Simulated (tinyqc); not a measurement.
Mobility and doping from two currents.

Inverse problem. A trap-free film with injecting contacts is fitted, with diffusion neglected, by J = q mu N V/Lf + (9/8) eps0 eps_r mu V^2/Lf^3. Find mu, N and the voltage at which both terms are equal.

Values chosen for this exercise:
```
symbol,value,unit,meaning
eps_r,9.45,,relative permittivity
Lf,640,nm,film thickness
```

Constants: q = 1.602176634e-19 C, eps0 = 8.8541878128e-14 F/cm where lengths are in cm. Results are converted to the units shown.

J at 2.3 and 8 V (A/cm^2): [1.1589903, 5.8324237]

Solution. J/V is a straight line in V: the slope gives mu and the intercept mu N.

mu = 0.0110 cm^2/(V s)
N = 1.50e16 cm^-3
crossover voltage = 10.5 V

Numbers from tinyqc (`OMP_NUM_THREADS=1 python tinyqc.py 2730044 2730045 out.jsonl`; about 3 s on one thread of a shared Intel Xeon 2.30GHz).
